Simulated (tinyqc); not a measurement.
Comparisons within one model: thin-film optics by transfer matrices. A value that a table varies takes the place of the one given here.

Indices N = n + i k. Snell: N0 sin(theta) = N_j sin(theta_j), with Im(N_j cos theta_j) >= 0. Admittance y_j = N_j cos theta_j for s and N_j/cos theta_j for p. Phase delta_j = 2 pi N_j cos theta_j d_j/lambda. Layer matrix [[cos delta, -i sin delta/y], [-i y sin delta, cos delta]], multiplied from the top down to M. (B, C) = M (1, y_sub); r = (y0 B - C)/(y0 B + C), R = |r|^2, T = 4 Re y0 Re y_sub/|y0 B + C|^2, absorbed in the films 1 - R - T.

Ellipsometry: rho = tan(Psi) exp(i Delta) = -conj(r_p/r_s) with the r of the admittance formula, Delta in 0 to 360 degrees, so that a bare dielectric at small angles gives Delta = 180.

Inputs chosen for the exercise (indices near those of Si3N4 on Cu; shifted at random, so the results belong to these values and not to a real crystal): lam = 633 nm (vacuum wavelength); n0 = 1 (ambient index); n = (2.027, 0.274) (n of Si3N4, substrate); k = (0, 3.568) (k in the same order); d = (11) nm (thicknesses, top first); theta = 30 degrees (angle of incidence); pol = p (polarisation).

## Swing curve: thickness of the top film

The first entry of d takes the values listed.

Stack:
```
d_1 (nm),R,T,absorbed
11.0,0.8948,0.1052,0.0000
37.9,0.8131,0.1869,0.0000
64.7,0.8001,0.1999,0.0000
91.6,0.8864,0.1136,0.0000
118.4,0.9227,0.0773,0.0000
145.3,0.9248,0.0752,0.0000
172.1,0.8948,0.1052,0.0000
199.0,0.8132,0.1868,0.0000
225.8,0.8000,0.2000,0.0000
252.7,0.8864,0.1136,0.0000
279.5,0.9227,0.0773,0.0000
306.4,0.9248,0.0752,0.0000
333.2,0.8949,0.1051,0.0000
```

R swings between 0.8000 and 0.9248 on these points. The period is lambda/(2 Re(N_1 cos theta_1)) = 161.1 nm, six rows. The film does not absorb, so the swing repeats exactly. The swing ratio (max - min)/mean is 0.14.

## Angle of incidence

Both polarisations.

Stack:
```
theta (degrees),R_s,R_p,Psi,Delta
0,0.9063,0.9063,45.00,180.00
15,0.9094,0.9034,44.91,176.96
30,0.9187,0.8948,44.62,167.51
45,0.9335,0.8803,44.16,150.37
55,0.9459,0.8690,43.79,133.10
60,0.9527,0.8642,43.60,122.03
65,0.9599,0.8617,43.45,108.85
70,0.9675,0.8640,43.38,93.09
75,0.9753,0.8751,43.45,74.28
80,0.9834,0.9000,43.73,52.17
85,0.9916,0.9425,44.27,27.03
```

R_s and R_p agree at normal incidence (0.9063). R_p is lowest at 65 degrees of those listed (0.8617), where R_s = 0.9599: the two are within a factor 2 of each other, so the minimum selects polarisation poorly. R_s rises steadily with the angle.

## Sensitivity of the reflectance

R for both polarisations. Each row changes one parameter from the base and keeps the others.

Results:
```
case,R_s,R_p,T_s
base,0.9187,0.8948,0.0813
d = (16) nm,0.9082,0.8838,0.0918
"n = (2.068, 0.274)",0.9178,0.8936,0.0822
"k = (0, 3.935)",0.9326,0.9125,0.0674
lam = 638 nm,0.9189,0.8950,0.0811
theta = 35 degrees,0.9231,0.8906,0.0769
```

The largest shifts from the base row, up to three for each result and ties (the steps differ in size, so this ranks the rows, not the parameters). R_s: k +0.0139, d -0.0105, theta +0.0044. R_p: k +0.0178, d -0.0109, theta -0.0042. T_s: k -0.0139, d +0.0105, theta -0.0044.

(tinyqc, `OMP_NUM_THREADS=1 python tinyqc.py 1652072 1652073 out.jsonl`, Intel(R) Xeon(R) Processor @ 2.30GHz, 1 thread, shared host, about 0.02 s.)
